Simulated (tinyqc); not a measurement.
# Undoped gate-all-around wire MOSFET, analytic charge model: effect of the temperature

An undoped round wire of radius R under an insulator shell and a surrounding gate; long channel, electrons only, n = ni exp((psi - V)/Vt) with V the quasi-Fermi potential (0 at the source, Vd at the drain), constant mobility, no quantisation. The radial Poisson equation gives n(r) = n(0)/(1 - (1 - b) r^2/R^2)^2 with b = Q0/(Q + Q0). Q is the electron charge per area of the wire surface.

Nc and Nv are given at 350 K and scale as (T/350 K)^1.5; Eg and mu are held fixed. ni = sqrt(Nc Nv) exp(-Eg/(2 Vt)), Eg in volts; Cox = eps0 eox/(R ln(1 + tox/R)); Q0 = 4 eps0 eps_r Vt/R; V0 = dphi + Vt ln[8 eps0 eps_r Vt/(q ni R^2)]. Q solves Vg - V0 - V = Q/Cox + Vt ln(Q/Q0) + Vt ln(1 + Q/Q0). I = mu (2 pi R/L)[2 Vt (Qs - Qd) + (Qs^2 - Qd^2)/(2 Cox) + Vt Q0 ln((Qd + Q0)/(Qs + Q0))], with Qs at V = 0 and Qd at V = Vd.  I(low) is taken at Vg = 0.25 V, Qs and I(high) at Vg = 1 V.

Values chosen for this exercise; material values those of a made-up semiconductor:
```
symbol    value        unit                                                         meaning
Eg         1.11          eV                                                        band gap
eps_r       9.6                                  relative permittivity of the semiconductor
Nc      3.28e19       cm^-3  conduction-band density of states at the reference temperature
Nv       2.6e19       cm^-3     valence-band density of states at the reference temperature
eox        7.31                                 relative permittivity of the gate insulator
tox         4.4          nm                                             insulator thickness
R             5          nm                                                     wire radius
dphi          0           V              gate work function less that of the intrinsic body
mu          470  cm^2/(V s)                                                channel mobility
L           0.5          um                                                     gate length
Vd         0.05           V                                                   drain voltage
```

Constants: q = 1.602176634e-19 C, kB = 1.380649e-23 J/K, Vt = kB T/q, eps0 = 8.8541878128e-14 F/cm where lengths are in cm. Results are converted to the units shown.

Effect of the temperature:
```
T (K)	V0 (V)	I(low) (nA)	Qs(high) (nC/cm^2)	I(high) (uA)
220	0.5264	3.122e-5	821.5	1.144
250	0.5211	2.878e-4	822.3	1.146
280	0.5157	0.001688	824.4	1.149
310	0.5101	0.007160	827.6	1.155
340	0.5044	0.02389	831.6	1.161
370	0.4986	0.06633	836.5	1.169
400	0.4927	0.1596	842.1	1.178
430	0.4867	0.3421	848.4	1.188
```

As T goes from 220 to 430 K, I(low) rises from 3.12e-5 to 0.342 nA and I(high) rises from 1.14 to 1.19 uA. V0 falls from 0.526 to 0.487 V. In every row the surface density at the source at the higher gate voltage passes 0.3 Nc, where Boltzmann statistics fail. In every row the mobility is held fixed, though a real one changes with T. In every row the body is thin enough for quantum confinement, left out here, to raise the threshold.

Numbers from tinyqc (`OMP_NUM_THREADS=1 python tinyqc.py 2460147 2460148 out.jsonl`; about 0.04 s on one thread of a shared Intel Xeon 2.30GHz).
